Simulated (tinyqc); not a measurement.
Speciation in dilute and buffered hydrofluoric acid, oxide etch rate and bath loading: one step, computed by the program tinyqc. Command: `OMP_NUM_THREADS=1 python tinyqc.py 3121403 3121404 out.jsonl hfetch walk`. One thread of a shared host (Intel(R) Xeon(R) Processor @ 2.30GHz), about 0.01 s of CPU time with the checks.

Concentrations stand for activities, NH4+ and Cl- are spectators, and water ionisation is neglected. H, F and HF2 denote the ions H+, F- and HF2-. The base temperature is 298 K.

Problem. Etch rate. Rate = k_a ([HF] + 2 [H2F2]) + k_b [HF2], an empirical two-term form. Time = oxide/rate; a temperature error changes the rate by exp((E_a/k_B)(1/298 - 1/(298 + error))) - 1.

Inputs (values chosen for the exercise, of the order of those for thermal oxide at room temperature):
```
quantity                         value            unit
rate constant of neutral HF k_a     11  nm L/(min mol)
rate constant of HF2 k_b            58  nm L/(min mol)
activation energy                 0.35              eV
temperature error                    2               K
oxide removed per wafer             46              nm
```

[HF] = 0.08572297 mol/L

[H2F2] = 0.01984076 mol/L

[HF2] = 9.107571e-04 mol/L

Constants: k_B = 8.617333262e-05 eV/K.

Give: etch rate; share of HF2 in the rate; etch time; rate change from the temperature error.

Solution.

etch rate = 1.4323 nm/min

share of HF2 in the rate = 3.6881 %

etch time = 1927.0 s

rate change from the temperature error = 9.5119 %
